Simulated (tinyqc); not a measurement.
Anisotropic elasticity and sound waves of a cubic crystal: one step, computed by the program tinyqc.

Voigt order 1..6 = xx, yy, zz, yz, xz, xy, with engineering shear strains. The rotated frame has x' as named, z' along the wafer normal and y' = z' x x'.

Task: Moduli along the axes of the frame. Invert C' to S'. E along x' = 1/S'11, along y' = 1/S'22; Poisson ratios nu(x'y') = -S'12/S'11 and nu(x'z') = -S'13/S'11; in-plane shear modulus 1/S'66.

Frame: (113) wafer, x' along [1-10].

C' (GPa):
```
          1         2         3         4         5         6
1  145.9750   33.0377   49.5673  -10.0184    0.0000    0.0000
2   33.0377  152.8444   42.6979   -4.5538    0.0000    0.0000
3   49.5673   42.6979  136.3149   14.5722    0.0000    0.0000
4  -10.0184   -4.5538   14.5722   47.2379    0.0000    0.0000
5    0.0000    0.0000    0.0000    0.0000   54.1073  -10.0184
6    0.0000    0.0000    0.0000    0.0000  -10.0184   37.5777
```

Give: E along x'; E along y'; nu(x'y'); nu(x'z'); in-plane shear modulus.

Result:

E along x' = 121.30 GPa

E along y' = 135.95 GPa

nu(x'y') = 0.10501

nu(x'z') = 0.36434

in-plane shear modulus = 35.723 GPa

E differs between x' and y' by -10.8 %.
